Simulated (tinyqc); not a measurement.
Free and trapped electrons in a MOS channel with a dense trap tail: free and trapped charge against gate voltage.

p-type body, charge-sheet picture, full ionisation (an idealisation for deep acceptors), Boltzmann statistics for free electrons. e = Ec - EF at the surface. Acceptor-like traps of density D(E) = D0 + De exp(-E/Ew) at depth E below Ec, from 0 to Eu, hold n_t = integral of D(E)/(1 + exp((e - E)/Vt)). psi = Eg - Vt ln(Nv/Na) - e; N_dep = sqrt(2 eps0 eps_r Na (psi - Vt)/q); n_f = sqrt(N_dep^2 + 2 eps0 eps_r Vt Nc exp(-e/Vt)/q) - N_dep; Vg = Vfb + psi + q (N_dep + n_t + n_f)/Cox, Cox = eps0 eox/tox.

Free share n_f/(n_f + n_t); swing ln 10 n_f/(dn_f/dVg); field-effect mobility mf q (dn_f/dVg)/Cox, for a constant mf; oxide field q (N_dep + n_t + n_f)/(eps0 eox).

Inputs (values chosen for the exercise); band and dielectric values close to those of silicon:
```
symbol,value,unit,meaning
T,300,K,temperature
Eg,1.13,eV,band gap
eps_r,11.6,,relative permittivity
Nc,2.79e19,cm^-3,conduction-band density of states at T
Nv,2.7e19,cm^-3,valence-band density of states at T
eox,3.9,,relative permittivity of the insulator
tox,56,nm,insulator thickness
Na,6.3e16,cm^-3,acceptor density
Vfb,-0.98,V,flat-band voltage without trapped charge
D0,1.1e11,cm^-2 eV^-1,constant background density of acceptor-like traps
De,4.6e12,cm^-2 eV^-1,density of the tail at the conduction edge
Ew,0.12,eV,decay energy of the tail
Eu,0.65,eV,depth below Ec down to which the traps reach
mf,240,cm^2/(V s),mobility of free electrons
```

Constants: q = 1.602176634e-19 C, kB = 1.380649e-23 J/K, Vt = kB T/q, eps0 = 8.8541878128e-14 F/cm where lengths are in cm. Results are converted to the units shown.

Free and trapped charge against gate voltage:
columns A: Vg (V); B: e (eV); C: n_f (cm^-2); D: n_t (cm^-2); E: free share (%); F: swing (mV/decade); G: field-effect mobility (cm^2/(V s)); H: oxide field (MV/cm)
```
A             B         C         D         E        F         G       H
1.4      0.4125   8.256e5  4.284e10  0.001927    201.1  0.005894  0.3249
2.5      0.1569  1.327e10  2.128e11     5.870    448.9     42.44  0.4756
3.7     0.07648  2.491e11  3.682e11     40.36     2076     172.3  0.6756
4.8     0.05011  5.824e11  4.355e11     57.22     4167     200.7  0.8673
5.9     0.03352  9.484e11  4.786e11     66.46     6394     213.0   1.061
7       0.02120  1.331e12  5.090e11     72.33     8681     220.1   1.255
8.1     0.01132  1.724e12  5.313e11     76.44  1.101e4     224.8   1.450
9.3    0.002366  2.160e12  5.493e11     79.72  1.358e4     228.3   1.662
10.4  -0.004664  2.565e12  5.618e11     82.03  1.597e4     230.7   1.858
```

n_f reaches 1e11 cm^-2 at Vg = 3.10 V, against 2.30 V without traps. The free share rises from 0.00193 to 82.0 % and the field-effect mobility rises from 0.00589 to 231 cm^2/(V s), although mf = 240 is constant: in the last row 96.1 % of Cox dVg goes into free electrons. The swing in the first row is 201 mV a decade (Vt ln 10 = 59.5). For Vg = 4.8, 5.9, 7, 8.1, 9.3, 10.4 EF lies less than 2 Vt below the band edge, or above it, where degeneracy and confinement, left out, matter.

Program tinyqc, `OMP_NUM_THREADS=1 python tinyqc.py 2222041 2222042 out.jsonl`; Intel Xeon 2.30GHz, shared host, one thread, about 0.02 s.
